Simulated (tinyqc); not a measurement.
MOSFET in the linear regime without short-channel effects, parameter extraction from computed curves: extraction methods against the body factor.

Inversion charge Q = Cox n Vt W0(exp((Vg - VT)/(n Vt))), W0 the Lambert function and n = nf; u = Q/Cox; mobility mu = mu0/(1 + th1 u + th2 u^2); channel resistance Rch = (L - dL)/(W mu Q); Id = Vd/(Rch + Rsd/W). Cox = eps0 eox/tox. Small Vd, no channel-length or drain effects.

From the continuous curve Id(Vg): tangent at peak gm (V_ext = Vg - Id/gm); constant current Id = 0.1 uA W/L; peak of d2Id/dVg2; Y = Id/sqrt(gm) drawn through Vg = VT + 0.6 and VT + 0.8 V, with intercept VT_Y and slope s. Mobilities gm,max L/(W Cox Vd) and s^2 L/(W Cox Vd) with the drawn L. Last column: share of Rsd/W in the total resistance at VT + 0.8 V.

Parameters, values chosen for the exercise; channel values of the order met in silicon transistors: temperature T = 300 K; relative permittivity of the gate insulator (close to hafnium oxide) eox = 21.6; insulator thickness tox = 4.2 nm; low-field mobility mu0 = 300 cm^2/(V s); first mobility attenuation factor th1 = 0.26 1/V; second mobility attenuation factor th2 = 0 1/V^2; threshold voltage VT = 0.68 V; gate width W = 0.5 um; drawn gate length L = 0.36 um; drawn less effective length dL = 0.017 um; source plus drain resistance Rsd = 500 ohm um; drain voltage Vd = 0.01 V.

Constants: q = 1.602176634e-19 C, kB = 1.380649e-23 J/K, Vt = kB T/q, eps0 = 8.8541878128e-14 F/cm where lengths are in cm. Results are converted to the units shown.

Extraction methods against the body factor:
```
nf	V_ext (V)	constant current (V)	second derivative (V)	VT_Y (V)	mobility from gm (cm^2/(V s))	mobility from Y (cm^2/(V s))	series share (%)
1	0.665	0.654	0.667	0.723	172	290	54.5
1.1	0.662	0.648	0.665	0.724	167	288	54.4
1.2	0.658	0.641	0.663	0.725	163	285	54.2
1.3	0.655	0.635	0.661	0.725	159	282	54.1
1.4	0.652	0.628	0.659	0.726	156	280	53.9
1.5	0.648	0.621	0.656	0.726	152	277	53.8
1.6	0.644	0.614	0.654	0.726	149	275	53.6
1.7	0.640	0.607	0.651	0.726	146	273	53.5
```

The model has VT = 0.68 V and mu0 = 300 cm^2/(V s). Over the table the extracted thresholds move by 24 mV (tangent), 47 mV (constant current), 16 mV (second derivative), 3.9 mV (Y function). The mobility from gm falls from 172 to 146 and that from Y falls from 290 to 273 cm^2/(V s).

tinyqc, about 0.01 s, one thread, Intel Xeon 2.30GHz (shared host): `OMP_NUM_THREADS=1 python tinyqc.py 2210033 2210034 out.jsonl`
